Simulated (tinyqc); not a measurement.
# Ideality, saturation current and resistance from three points

Inverse problem. Well above the saturation current a diode obeys V = n Vt ln(I/I0) + I Rs. Find n, Rs and I0.

Parameters, values chosen for the exercise: temperature T = 250 K.

Constants: q = 1.602176634e-19 C, kB = 1.380649e-23 J/K, Vt = kB T/q. Results are converted to the units shown.

currents (A): 4e-6  0.0002  0.006
voltages (V): 0.66675498  0.81974899  0.96571335

Solution. V is linear in the three unknowns n Vt, Rs and -n Vt ln I0, so three points give a linear system.

n = 1.810
Rs = 2.300 ohm
I0 = 1.500e-13 A

Program tinyqc, `OMP_NUM_THREADS=1 python tinyqc.py 2260143 2260144 out.jsonl`; Intel Xeon 2.30GHz, shared host, one thread, about 0.01 s.
